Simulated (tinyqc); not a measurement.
Inside a calculation: band offset of a heterojunction with an interface dipole (two-band chains, self-consistent charge). Values are carried at full precision from step to step, so a last printed digit may differ when a step is redone from the rounded ones.

Sites alternate A, C. Left: A at -G1/2, C at +G1/2, hopping -t1; right: A at D - G2/2, C at D + G2/2, hopping -t2; the bonds across the two interfaces of a ring (C left to A right, C right to A left) have -sqrt(t1 t2). D is the offset of the mid-gaps, so Ev(right) - Ev(left) = D - (G2 - G1)/2 and Ec(right) - Ec(left) = D + (G2 - G1)/2. The closing bond has its sign reversed (antiperiodic ring). Half the levels are filled with two electrons each. The charge moved is q = (electrons on the left) less one a site; the mean over the two interfaces, q/2, is taken as the charge that crosses each, and its dipole opposes the offset: D = D0 - u q/2.

Inputs chosen for the exercise (gaps near those of InGaAs and InP; the chains and D0 are free models, so the offsets are not those of the real pair; the results hold for these values, not for the real material):
- G1 = 0.76 eV (gap on the left)
- G2 = 1.3 eV (gap on the right)
- t1 = 2.13 eV (hopping on the left)
- t2 = 2.26 eV (hopping on the right)
- D0 = -0.27 eV (mid-gap of the right side above that of the left, without dipole)
- n = 3 (cells a side in the small ring)
- u = 6.4 eV (potential step per electron moved across)
- mx = 0.2 (mixing)

## The small ring at D = D0

Fill in H.

H (eV), rows AL1, CL1, AL2, CL2, AL3, CL3, AR1, CR1, AR2, CR2, AR3, CR3 and columns alike:
```
[[-0.3800, -2.1300, 0, 0, 0, 0, 0, 0, 0, 0, 0, 2.1940],
 [-2.1300, 0.3800, -2.1300, 0, 0, 0, 0, 0, 0, 0, 0, 0],
 [0, -2.1300, -0.3800, -2.1300, 0, 0, 0, 0, 0, 0, 0, 0],
 [0, 0, -2.1300, 0.3800, -2.1300, 0, 0, 0, 0, 0, 0, 0],
 [0, 0, 0, -2.1300, -0.3800, -2.1300, 0, 0, 0, 0, 0, 0],
 [0, 0, 0, 0, -2.1300, 0.3800, -2.1940, 0, 0, 0, 0, 0],
 [0, 0, 0, 0, 0, -2.1940, -0.9200, -2.2600, 0, 0, 0, 0],
 [0, 0, 0, 0, 0, 0, -2.2600, 0.3800, -2.2600, 0, 0, 0],
 [0, 0, 0, 0, 0, 0, 0, -2.2600, -0.9200, -2.2600, 0, 0],
 [0, 0, 0, 0, 0, 0, 0, 0, -2.2600, 0.3800, -2.2600, 0],
 [0, 0, 0, 0, 0, 0, 0, 0, 0, -2.2600, -0.9200, -2.2600],
 [2.1940, 0, 0, 0, 0, 0, 0, 0, 0, 0, -2.2600, 0.3800]]
```

## Levels and site charges

Diagonalise, fill the lower half with two electrons each, and sum the electrons on the left (L) less one a site.

levels (eV): [-4.6095, -4.2639, -3.3297, -3.2087, -1.4993, -1.2462, 1.0639, 1.1676, 2.9871, 3.0413, 4.1179, 4.1596]

electrons on the sites: AL1 1.1852, CL1 0.7882, AL2 1.1810, CL2 0.7887, AL3 1.1858, CL3 0.7671, AR1 1.2760, CR1 0.7508, AR2 1.2784, CR2 0.7505, AR3 1.2740, CR3 0.7744

q = -0.1040 electrons

Electrons move to the right, the side whose mid-gap lies lower.

## Self-consistent offset

From here on the ring has 24 cells a side.

Start at D = D0; D(out) = D0 - u q(D)/2; D(new) = D + mx (D(out) - D); stop when |D(out) - D| < 1e-7 eV.

Iterations:
```
i      D (eV)         q  D(out) (eV)  D(out) - D
0    -0.27000  -0.14235      0.18553       0.456
1    -0.17889  -0.09374      0.02998       0.209
2    -0.13712  -0.07171     -0.04052      0.0966
3    -0.11780  -0.06156     -0.07300      0.0448
4    -0.10884  -0.05686     -0.08804      0.0208
5    -0.10468  -0.05468     -0.09502     0.00966
6    -0.10275  -0.05367     -0.09826     0.00449
7    -0.10185  -0.05320     -0.09976     0.00209
8    -0.10143  -0.05298     -0.10046    0.000969
...       ...       ...          ...         ...
16   -0.10107  -0.05279     -0.10107    2.11e-06
17   -0.10107  -0.05279     -0.10107    9.80e-07
18   -0.10107  -0.05279     -0.10107    4.55e-07
19   -0.10107  -0.05279     -0.10107    2.12e-07
20   -0.10107  -0.05279     -0.10107    9.83e-08
```

D = -0.1011 eV

Converged at i = 20: the dipole removes 63 % of the starting offset.

## Linear response

chi = (q(+h) - q(-h))/(2h) at D = 0 with h = 0.01 eV; S = 1/(1 + u chi/2); linear estimate D = S D0.

chi = 0.52154 1/eV
S = 0.3747
linear estimate of D = -0.1012 eV

The self-consistent value is -0.1011 eV, +0.1 meV from the estimate. At D = 0 no net charge crosses: the mid-gaps are the neutrality levels of these symmetric chains.

## The line-up

Ev(right) - Ev(left) = D - (G2 - G1)/2 and Ec(right) - Ec(left) = D + (G2 - G1)/2, for D0, for the self-consistent D and for D = 0. Type I: the offsets have opposite signs; type III: one valence edge lies above the other conduction edge; else type II.

Offsets (eV):
```
case                            D  valence  conduction                 type
no dipole                  -0.270   -0.540       0.000  type II (staggered)
self-consistent            -0.101   -0.371       0.169  type I (straddling)
neutrality levels aligned   0.000   -0.270       0.270  type I (straddling)
```

The dipole changes the type of the junction.

## Checks

- q at D = 0 against zero, as particle-hole symmetry demands: both 0.000000.
- q at the self-consistent D on 24 against 48 cells a side: both -0.0528.

Program tinyqc; command `OMP_NUM_THREADS=1 python tinyqc.py 1452514 1452515 out.jsonl`; about 0.4 s on one thread of a shared Intel(R) Xeon(R) Processor @ 2.30GHz.
